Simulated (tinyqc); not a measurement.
Plane-wave Kohn-Sham cycle with exchange-only LDA in a layered model solid, step by step. One step of it, computed by the program tinyqc.

Problem. Iteration 2: Hamiltonian at one k. H(m,m') = (k + G_m)^2/2 delta + V(G_m - G_m'), with V(-G) = V(G).

A solid whose potential varies along x alone (atomic units):
```
parameter                      value
period a                    8.400000
cross-section of the cell  16.000000
electrons per cell                 2
grid points                       16
plane waves -n..n, n               2
k points                           1
V1 in V1 cos(2 pi x/a)     -0.480000
V2 in V2 cos(4 pi x/a)      0.160000
```

V(G_m), m = 0, 1, 2, ... (hartree): -0.236425  -0.158884  0.082738  0.000719  0.000000

k = 0.000000 2 pi / a

Give: H.

Solution.

H (hartree), lower triangle:
```
         -2       -1       +0       +1      +2
-2   0.8826
-1  -0.1589   0.0433
+0   0.0827  -0.1589  -0.2364
+1   0.0007   0.0827  -0.1589   0.0433
+2   0.0000   0.0007   0.0827  -0.1589  0.8826
```
